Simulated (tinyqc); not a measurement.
Cluster expansion of a binary alloy: correlations, fit, cross-validation and ground states: one step, computed by the program tinyqc. Command: `OMP_NUM_THREADS=1 python tinyqc.py 3019468 3019469 out.jsonl clex walk`. One thread of a shared host (Intel(R) Xeon(R) Processor @ 2.30GHz), about 0.06 s of CPU time with the checks.

s = +1 for A and -1 for B. Energy per site E = J0 + J1 P(point) + sum over clusters of m V P, with P the mean product of spins; V > 0 on a pair favours unlike neighbours. Clusters per site m: pair 1 2, pair 2 2, pair 3 2, triplet 4; the triplet is two first-neighbour bonds at a right angle. Formation energies are counted from the line between pure A and pure B, which removes J0 and J1.

Question. Design matrix. Design matrix of formation energies: m (P - 1) for pairs and m (P(triplet) - P(point)) for the triplet; x = (1 - P(point))/2.

Lattice: square.

correlations P, counted on periodic cells, rows A, A3B p(2x2), A3B c(4x2), A2B diagonal rows, A2B rows, AB c(2x2), AB p(2x1), A2B2 rows, AB2 diagonal rows, AB2 rows, AB3 p(2x2), AB3 c(4x2), B, columns point, pair 1, pair 2, pair 3, triplet:
$$\begin{pmatrix}
1.000000 & 1.000000 & 1.000000 & 1.000000 & 1.000000 \\
0.500000 & 0.000000 & 0.000000 & 1.000000 & -0.500000 \\
0.500000 & 0.000000 & 0.000000 & 0.500000 & -0.500000 \\
0.333333 & -0.333333 & 0.333333 & -0.333333 & -0.333333 \\
0.333333 & 0.333333 & -0.333333 & 0.333333 & 0.333333 \\
0.000000 & -1.000000 & 1.000000 & 1.000000 & 0.000000 \\
0.000000 & 0.000000 & -1.000000 & 1.000000 & 0.000000 \\
0.000000 & 0.500000 & 0.000000 & 0.000000 & 0.000000 \\
-0.333333 & -0.333333 & 0.333333 & -0.333333 & 0.333333 \\
-0.333333 & 0.333333 & -0.333333 & 0.333333 & -0.333333 \\
-0.500000 & 0.000000 & 0.000000 & 1.000000 & 0.500000 \\
-0.500000 & 0.000000 & 0.000000 & 0.500000 & 0.500000 \\
-1.000000 & 1.000000 & 1.000000 & 1.000000 & -1.000000
\end{pmatrix}$$

Give: X.

Answer.

X, rows A, A3B p(2x2), A3B c(4x2), A2B diagonal rows, A2B rows, AB c(2x2), AB p(2x1), A2B2 rows, AB2 diagonal rows, AB2 rows, AB3 p(2x2), AB3 c(4x2), B, columns pair 1, pair 2, pair 3, triplet:
$$\begin{pmatrix}
0.0000 & 0.0000 & 0.0000 & 0.0000 \\
-2.0000 & -2.0000 & 0.0000 & -4.0000 \\
-2.0000 & -2.0000 & -1.0000 & -4.0000 \\
-2.6667 & -1.3333 & -2.6667 & -2.6667 \\
-1.3333 & -2.6667 & -1.3333 & 0.0000 \\
-4.0000 & 0.0000 & 0.0000 & 0.0000 \\
-2.0000 & -4.0000 & 0.0000 & 0.0000 \\
-1.0000 & -2.0000 & -2.0000 & 0.0000 \\
-2.6667 & -1.3333 & -2.6667 & 2.6667 \\
-1.3333 & -2.6667 & -1.3333 & 0.0000 \\
-2.0000 & -2.0000 & 0.0000 & 4.0000 \\
-2.0000 & -2.0000 & -1.0000 & 4.0000 \\
0.0000 & 0.0000 & 0.0000 & 0.0000
\end{pmatrix}$$
